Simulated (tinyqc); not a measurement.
Worked calculation: RHF in the 6-31g basis, for H2, spin multiplicity 1. One step of it, computed by the program tinyqc.

Question. Iteration 3: DIIS coefficients. Solve [B -1; -1 0][c; lambda] = [0; -1] for the coefficients, which sum to one.

B (overlaps of the stored error matrices), lower triangle:
```
               1              2              3
1  1.3290731e-01
2  0.0000000e+00  1.7950244e-02
3  0.0000000e+00  4.0667013e-03  9.2132780e-04
```

Give: DIIS coefficients.

Answer.

DIIS coefficients: 0.000  -0.293  1.293
